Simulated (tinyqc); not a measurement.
Worked calculation: lattice vibrations of a chain. Computed by tinyqc, a small Python program that keeps every step. Command: `OMP_NUM_THREADS=1 python tinyqc.py 25394 25395 out.jsonl` (the two numbers bound the seeds that draw the settings). One thread of a shared host (Intel(R) Xeon(R) Processor @ 2.60GHz), about 0.01 s of CPU time with the checks.

## Dynamical matrix at q = 0.41

A chain moving along its axis:
```
atom               mass (u)  spring to the next atom (eV/angstrom^2)
1                   80.3000                                  10.6000
2                   20.2000                                  14.0000
3                   23.4000                                  16.5000
second neighbours         -                                   1.2000
```

q is in units of 2 pi/a. A spring k from atom i to atom j, n cells on, adds k to Phi_ii and Phi_jj, -k exp(2 pi i q n) to Phi_ij and the conjugate to Phi_ji (for one atom a cell: 2k (1 - cos 2 pi q n)); D_ij = Phi_ij / sqrt(m_i m_j).

D(q) (eV/(angstrom^2 u)):
```
                 1                2                3
1           0.3674  -0.2380+0.0160i   0.2937+0.2040i
2  -0.2380-0.0160i           1.3366  -0.5973+0.0296i
3   0.2937-0.2040i  -0.5973-0.0296i           1.4060
```

## Frequencies

omega^2 are the eigenvalues; wavenumber = 521.4708 sqrt(eigenvalue) 1/cm.

eigenvalues: 0.2279  0.8174  2.0648

wavenumbers (1/cm): 248.9  471.5  749.3

weights |e|^2 of the mass-weighted modes:
```
        mode 1  mode 2  mode 3
atom 1  0.8760  0.0708  0.0532
atom 2  0.0337  0.5341  0.4322
atom 3  0.0903  0.3952  0.5145
```

## Dispersion and heat capacity

C/k_B per atom = mean over q = (j + 1/2)/80, j = 0..39 and all branches of y^2 e^y/(e^y - 1)^2, y = hc wavenumber / k_B T.

Wavenumbers (1/cm):
```
q       branch 1  branch 2  branch 3
0.0000    0.0000  529.9946  751.5389
0.0625   45.0430  528.2137  751.4428
0.1250   89.2680  522.9508  751.1715
0.1875  131.7848  514.4709  750.7712
0.2500  171.5266  503.3110  750.3077
0.3125  207.0716  490.4552  749.8533
0.3750  236.3492  477.6308  749.4751
0.4375  256.3499  467.6007  749.2258
0.5000  263.5952  463.6955  749.1389
```

Heat capacity:
```
T (K)  C/k_B per atom
20             0.0425
50             0.1114
100            0.2284
200            0.4622
300            0.6496
600            0.8806
1200           0.9673
```

zero-point energy per atom = 29.1288 meV
